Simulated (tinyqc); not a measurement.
Inside a calculation. Method: Hubbard chain of 2 sites. One step of it, computed by the program tinyqc.

Task: Mean-field iteration 1. H(up) = T + U n(down), H(down) = T + U n(up); fill the lowest levels; n(new) = n + mixing (n(out) - n); E = tr T (rho up + rho down) + U sum n_up n_down of the output.

one-body matrix (hopping and site energies) (eV), order 1, 2:
```
[[0.000000, -1.300000],
 [-1.300000, 0.000000]]
```

U = 0.900000 eV

electrons, up and down: [1, 1]

mixing = 0.500000

n(up) at the start (a guess, not normalised): [0.500000, 0.500000]

n(down) at the start (a guess): [0.500000, 0.500000]

Give: levels, up; levels, down; energy; n(up) after iteration 1; n(down) after iteration 1.

Result:

levels, up (eV): [-0.8500, 1.7500]

levels, down (eV): [-0.8500, 1.7500]

energy = -2.1500 eV

n(up) after iteration 1: [0.5000, 0.5000]

n(down) after iteration 1: [0.5000, 0.5000]
